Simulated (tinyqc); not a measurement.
Inside a calculation: Boltzmann transport in a parabolic band with a power-law relaxation time. Values are carried at full precision from step to step, so a last printed digit may differ when a step is redone from the rounded ones.

F_j(eta) = (1/Gamma(j + 1)) integral_0^infinity x^j dx/(1 + exp(x - eta)), which tends to exp(eta) for eta << 0.

n = N F_1/2(eta) with N = 2 (m kB T/(4 pi c))^(3/2) with c = hbar^2/2m0, in 1/angstrom^3; times 1e24 for 1/cm^3, m = md.

Constants: hbar^2/2m0 = 3.80998211 eV angstrom^2; kB = 8.617333262e-05 eV/K.

Values chosen for the exercise (masses near those of Si; tau0 is set for a mobility of the usual size at this n, kL is a free input; freeze-out and phonon drag, which matter near 77 K, are left out; shifted at random, so the results belong to these values and not to a real crystal):
```
symbol  value    unit     meaning
n       3.5e+18  1/cm^3   electron density
md      1.077    m0       density-of-states mass
T       400      K
r       -0.5              exponent of tau
tau0    21       fs       tau at E = kT
mc      0.2603   m0       conductivity mass
kL      49       W/(m K)  lattice thermal conductivity
```

## Reduced Fermi level

Solve for eta.

N = 4.318e+19 1/cm^3
eta = -2.4840

## Integrals for r = -0.5 (acoustic phonons)

tau = tau0 x^r with x = E/kT. With K_j = Gamma(j + 1) F_j(eta): <tau> = tau0 (r + 3/2) K_(r+1/2)/((3/2) K_(1/2)); mu = <tau>/(mc m0/e), m0/e = 5.685630e-12 kg/C; Hall factor rH = (3/2) K_(1/2) (2r + 3/2) K_(2r+1/2)/((r + 3/2) K_(r+1/2))^2; Seebeck S = -(kB/e) [(r + 5/2) K_(r+3/2)/((r + 3/2) K_(r+1/2)) - eta]; Lorenz number L = (kB/e)^2 [(r + 7/2) K_(r+5/2)/((r + 3/2) K_(r+1/2)) - ((r + 5/2) K_(r+3/2)/((r + 3/2) K_(r+1/2)))^2]; kB/e in V/K. Valley anisotropy is left out of rH.

Evaluate F_j and K_j for j = 1/2, r + 1/2, r + 3/2, r + 5/2 and 2r + 1/2 (each value once).

F_j and K_j:
```
j          F_j       K_j
0.5   0.081052  0.071831
0.0   0.080109  0.080109
1.0   0.081728  0.081728
2.0   0.082557   0.16511
-0.5  0.078799   0.13967
```

## Transport coefficients

Form the ratios; u is the mean energy carried, in kT.

<tau>/tau0 = 0.744
rH = 1.172
u = 2.040
S = -389.9 microvolt/K
L = 1.500 1e-8 W ohm/K^2

The non-degenerate limits are rH = 1.178, u = r + 5/2 = 2 and L = (r + 5/2)(kB/e)^2 = 1.485; the degenerate ones are rH = 1 and L = 2.443.

## Mobility, conductivity and figure of merit

mu = <tau>/(mc m0/e) with m0/e = 5.685630e-12 kg/C; sigma = e n mu, e = 1.602176634e-19 C; Hall mobility rH mu; power factor S^2 sigma; ZT = S^2 sigma T/(kL + L sigma T), all in SI units.

mu = 105 cm^2/(V s)
Hall mobility = 124 cm^2/(V s)
sigma = 59.2 S/cm
power factor = 0.899 mW/(m K^2)
electronic thermal conductivity = 0.0355 W/(m K)
ZT = 0.0073

A Hall measurement read with rH = 1 would give a density of 2.99e+18 1/cm^3. Electrons carry 0.072 % of the heat.

## Checks

- Seebeck coefficient against direct integration over -df/dE (microvolt/K): both -389.9.

Computed by tinyqc, a small Python program: `OMP_NUM_THREADS=1 python tinyqc.py 1681620 1681621 out.jsonl` (the numbers bound the seed that draws the inputs); one thread of a shared host (Intel(R) Xeon(R) Processor @ 2.30GHz), about 0.01 s for the whole set of steps.
